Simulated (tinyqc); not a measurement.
Tunnelling through a gate dielectric, WKB transmission and Tsu-Esaki current: dielectrics compared at equal EOT.

Electrons leave the emitter at x = 0. Energies E (motion across the layers) are in eV from the emitter Fermi level; the collector Fermi level lies at -V and offers states at every E. No charge in the dielectric and no image force: F1 = V/t1, U = phi1 - F1 x. With C = hbar^2/(2 m0), kappa = sqrt(m (U - E)/C) where U > E and 0 elsewhere; T(E) = exp(-S), S = 2 times the integral of kappa over x.

A single layer of thickness t1 = EOT eps_r/3.9 for each dielectric, at V = 1.2 V. Each layer adds (2/F) sqrt(m/C) [G(u at its left edge) - G(u at its right edge)] to S, with u = U - E (0 where negative) and G(u) = (2/3) u^1.5. J = J0 times the integral of T(E) N(E) dE, N = ln[(1 + exp(-E/Vt))/(1 + exp((-E - V)/Vt))], J0 = q^2 me m0 kB T/(2 pi^2 hbar^3) (times 1e-4 for A/cm^2 per eV), from E = -Ef to far above the barrier (T = 1 there), by quadrature converged to the digits shown.

Inputs (values chosen for the exercise):
- T = 300 K (temperature)
- Ef = 5 eV (Fermi energy of the emitter above its band bottom)
- me = 1 m0 (emitter mass in the supply function)
- EOT = 1.4 nm (equivalent oxide thickness)

Constants: q = 1.602176634e-19 C, kB = 1.380649e-23 J/K, hbar = 1.054571817e-34 J s, m0 = 9.1093837015e-31 kg, Vt = kB T/q, hbar^2/(2 m0) = 0.0380998212 eV nm^2. Results are converted to the units shown.

Dielectrics (values chosen for the exercise, close to those of the materials named):
```
	eps_r	phi1 (eV)	m1 (m0)
silicon dioxide	3.73	3.07	0.51
silicon nitride	7.15	2.15	0.48
aluminium oxide	8.74	2.68	0.4
hafnium oxide	22.7	1.44	0.19
zirconium oxide	24.1	1.37	0.24
```

Leakage at equal EOT:
```
	t1 (nm)	S at E = 0	J (A/cm^2)	eps_r sqrt(m1 phi1)
silicon dioxide	1.339	15.36	407.2	4.667
silicon nitride	2.567	22.54	0.05718	7.263
aluminium oxide	3.137	29.22	7.594e-5	9.049
hafnium oxide	8.149	32.56	5.026e-7	11.87
zirconium oxide	8.651	37.00	8.792e-9	13.82
```

From the lowest current to the highest: zirconium oxide, hafnium oxide, aluminium oxide, silicon nitride, silicon dioxide; the span is 10.7 decades. The figure eps_r sqrt(m1 phi1), to which S is proportional at low voltage, gives the same order.

tinyqc, about 0.03 s, one thread, Intel Xeon 2.30GHz (shared host): `OMP_NUM_THREADS=1 python tinyqc.py 2540167 2540168 out.jsonl`
